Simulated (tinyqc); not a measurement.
# Resistance of a source-drain extension with a graded tip, step by step

Program tinyqc, `OMP_NUM_THREADS=1 python tinyqc.py 2282272 2282273 out.jsonl`; Intel Xeon 2.30GHz, shared host, one thread, about 0.03 s. Printed values are rounded.

y runs along the channel, the gate covers y > 0. The doping is N0 for y < y0 and N0 10^(-(y - y0)/la) beyond, uniform over the depth xj. Sheet conductance s(y) = q mu(N) max(N - Nch, 0) xj + (for y > 0) ma Cox Vo, with mu(N) = u0 + (u1 - u0)/(1 + (N/Nr)^au) and Cox = eps0 eox/tox. Current is taken as one-dimensional; depletion of the tip, spreading and the contact are left out. The metallurgical junction lies at yj, where N = Nch.

Inputs (values chosen for the exercise); mobility law close to that of electrons in silicon: relative permittivity of the gate insulator (close to zirconium oxide) eox = 24.5; insulator thickness tox = 6.6 nm; active doping of the extension far from the gate N0 = 1.3e20 cm^-3; lateral abruptness la = 3 nm/decade; position under the gate where the fall begins (gate edge at 0) y0 = 2.6 nm; depth of the extension xj = 7 nm; channel doping Nch = 6.7e17 cm^-3; gate overdrive Vo = 0.63 V; mobility of the gate-induced layer ma = 110 cm^2/(V s); mobility at low doping u1 = 1414 cm^2/(V s); mobility at high doping u0 = 68.5 cm^2/(V s); reference doping Nr = 9.2e16 cm^-3; exponent au = 0.711; gate length Lg = 90 nm.

Constants: q = 1.602176634e-19 C, eps0 = 8.8541878128e-14 F/cm where lengths are in cm. Results are converted to the units shown.

## Sheet resistances and junction position

yj = y0 + la log10(N0/Nch); sheet resistance of the full extension 1/[q mu(N0)(N0 - Nch) xj] and of the gate-induced layer 1/(ma Cox Vo); metallurgical length Lg - 2 yj; ye is where the doped and the gate-induced conductances are equal.

yj = 9.46361 nm
sheet resistance of the extension = 904.739 ohm/square
sheet resistance of the induced layer = 4390.32 ohm/square
metallurgical length = 71.0728 nm
ye = 4.91675 nm
N at ye = 2.19631e19 cm^-3

The gate takes over 4.55 nm before the junction, where N is still 32.8 times the channel doping.

## Resistance of the overlapped part

Midpoint rule on 11 equal steps from 0 to yj: R_ov = sum h/s(y), per width.

```
point    y (nm)   N (cm^-3)  doped conductance (uS)  sheet resistance (ohm/square)
0      0.430164      1.3e20                 1105.29                        750.151
1       1.29049      1.3e20                 1105.29                        750.151
2       2.15082      1.3e20                 1105.29                        750.151
3       3.01115  9.48188e19                 824.933                        949.932
4       3.87148  4.89912e19                 454.293                        1466.13
5       4.73180  2.53129e19                 256.605                        2064.50
6       5.59213  1.30788e19                 148.932                        2654.59
7       6.45246  6.75757e18                 88.1110                        3165.71
8       7.31279  3.49152e18                 51.5155                        3580.51
9       8.17311  1.80401e18                 27.1178                        3923.23
10      9.03344  9.32101e17                 8.40474                        4234.08
```

R_ov = 20.897 ohm um

The exact integral is 20.894 ohm um; the coarse sum is 0.010 % above it.
